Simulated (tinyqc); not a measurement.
# Two-dimensional dopant profile at a mask edge: lateral junction, overlap and effective channel length, step by step

A worked calculation. Computed by tinyqc, a small Python program that keeps every step. Command: `OMP_NUM_THREADS=1 python tinyqc.py 3016397 3016398 out.jsonl lateral walk`. One thread of a shared host (Intel(R) Xeon(R) Processor @ 2.30GHz), about 0.01 s of CPU time with the checks. Intermediate numbers are printed to about 7 digits and carried at full precision; extremes and crossings named in words are read from the listed rows.

Ions enter for y < 0; the mask (spacer, then gate) covers y > 0. x is the depth. The surface reflects dopant during the anneal.

Inputs (values chosen for the exercise, modelled on a source-drain extension in silicon): dose Q = 4.4e+14 1/cm^2; projected range R_p = 6 nm; vertical straggle = 2 nm; lateral straggle = 1.6 nm; anneal budget D t = 2.3e-13 cm^2; channel doping C_B = 3.7e+17 1/cm^3; gate length L_g = 67 nm; offset spacer = 4.2 nm; oxide thickness = 4.8 nm.

Constants: eps_0 = 8.8541878128e-12 F/m.

## Widths and vertical profile

Widths s_x^2 = (vertical straggle)^2 + 2 D t, s_y^2 = (lateral straggle)^2 + 2 D t. C(x, y) = V(x) (1/2) erfc(y/(sqrt2 s_y)), V(x) = Q/(sqrt(2 pi) s_x) [exp(-(x - R_p)^2/(2 s_x^2)) + exp(-(x + R_p)^2/(2 s_x^2))]; 1 nm = 1e-7 cm. The vertical junction far from the mask solves V(x) = C_B.

s_x = 7.071068 nm

s_y = 6.968501 nm

V at the surface = 3.463871e+20 1/cm^3

V at R_p = 3.070592e+20 1/cm^3

vertical junction x_j = 31.51310 nm

## Lateral junction at the surface

The lateral junction at depth x solves C = C_B: y_j(x) = sqrt2 s_y erfc^-1(2 C_B/V(x)). Overlap under the gate = y_j(0) - spacer; metallurgical channel L_met = L_g - 2 overlap (tails from the two sides are not added). Abruptness at y_j(0) in nm per decade = ln(10) s_y sqrt(pi/2) exp(u^2) erfc(u), u = y_j/(sqrt2 s_y). Overlap capacitance per width = 3.9 eps_0 overlap/t_ox (zero if there is no overlap).

lateral junction y_j(0) = 21.39743 nm

ratio y_j(0)/x_j = 0.6790012

overlap = 17.19743 nm

metallurgical channel L_met = 32.60514 nm

lateral abruptness = 4.791454 nm/decade

overlap capacitance = 0.1237188 fF/um

The two overlaps take 51 % of the gate length.

## Junction contour

The lateral junction at depth x solves C = C_B: y_j(x) = sqrt2 s_y erfc^-1(2 C_B/V(x)). Depths are 0, 0.15, 0.3, 0.45, 0.6, 0.75, 0.9 and 0.97 of x_j.

Contour:
```
x/x_j    x (nm)    V (1/cm^3)  y_j (nm)
0.00    0.00000  3.463871e+20  21.39743
0.15    4.72696  3.228025e+20  21.25026
0.30    9.45393  2.431137e+20  20.64958
0.45   14.18089  1.313490e+20  19.29135
0.60   18.90786  4.741416e+19  16.84966
0.75   23.63482  1.111143e+19  12.78285
0.90   28.36179  1.673672e+18   5.35586
0.97   30.56770  5.941284e+17  -2.17933
```

The contour reaches furthest, 21.40 nm, at x/x_j = 0 among these rows, at the surface. It crosses the mask edge where V = 2 C_B.

## What the anneal budget does

x_j solves V(x) = C_B. Budgets are multiples of the given D t (at 0 the mirror term is kept, which overstates V(0) as implanted); those with V(0) not above 2.5 C_B are left out.

Junctions (nm):
```
multiple       s_x       s_y       x_j    y_j(0)    y_j/x_j      L_met
0.0        2.00000   1.60000  13.88494   3.32066  0.2391554   68.75868
0.1        2.93258   2.67582  17.27330   7.50891  0.4347122   60.38217
0.3        4.21900   4.04475  21.81432  12.25602  0.5618336   50.88797
1.0        7.07107   6.96850  31.51310  21.39743  0.6790012   32.60514
2.0        9.79796   9.72420  40.47109  29.40997  0.7266908   16.58007
4.0       13.71131  13.65870  53.01918  40.28945  0.7599034   -5.17891
8.0       19.28730  19.24994  70.56470  55.01085  0.7795803  -34.62170
16.0      27.20294  27.17646  95.02810  74.86216  0.7877897  -74.32433
```

The ratio y_j/x_j goes from 0.24 to 0.79: as implanted, x_j includes R_p and y_j only the lateral straggle; after long diffusion both scale roughly with sqrt(D t) as long as V(0) stays far above C_B, and the ratio stays below 1 because the edge starts from half the concentration and an erfc falls faster than the Gaussian. L_met is negative in the rows beyond a multiple of 2: source and drain merge.

Checks made by the program: lateral profile against the convolution of a step with a Gaussian (relative difference 2e-10).
